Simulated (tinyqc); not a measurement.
From results back to parameters: carrier statistics of a doped semiconductor with parabolic bands. Three cases, with inputs chosen for the exercise.

Problem. ni^2 = C^2 (T/300 K)^3 exp(-Eg(T)/kB T) with Eg(T) = Eg0 - al T^2/(T + be). Two intrinsic densities were computed from hidden Eg0 and C = sqrt(Nc Nv) at 300 K.

Constants: kB = 8.617333262e-05 eV/K.

Case 1.

Values chosen (near those of SiC; not measured data): al = 0.000646 eV/K (Varshni alpha); be = 1319 K (Varshni beta); T1 = 290 K; T2 = 540 K.

ni(T1) = 1.59544e-09 1/cm^3
ni(T2) = 90785.7 1/cm^3

Case 2.

Values chosen (near those of Si; not measured data): al = 0.000447 eV/K (Varshni alpha); be = 613 K (Varshni beta); T1 = 290 K; T2 = 500 K.

ni(T1) = 3.31863e+09 1/cm^3
ni(T2) = 1.73343e+14 1/cm^3

Case 3.

Values chosen (near those of GaP; not measured data): al = 0.000582 eV/K (Varshni alpha); be = 372 K (Varshni beta); T1 = 310 K; T2 = 420 K.

ni(T1) = 9.85590 1/cm^3
ni(T2) = 1.94360e+06 1/cm^3

Find: Eg0; C.

Solution. y(T) = 2 ln ni - 3 ln(T/300) - al T/((T + be) kB) equals 2 ln C - Eg0/(kB T), a straight line in 1/T; two points give slope and intercept.

Case 1.

Eg0 = 3.274 eV
C = 2.40e+19 1/cm^3

Case 2.

Eg0 = 1.156 eV
C = 1.68e+19 1/cm^3

Case 3.

Eg0 = 2.342 eV
C = 2.20e+19 1/cm^3

Computed by tinyqc, one run a case: `OMP_NUM_THREADS=1 python tinyqc.py N N+1 out.jsonl` with N = 1650380, 1650505, 1650520; one thread of a shared Intel(R) Xeon(R) Processor @ 2.30GHz, about 0.01 s a run at most.
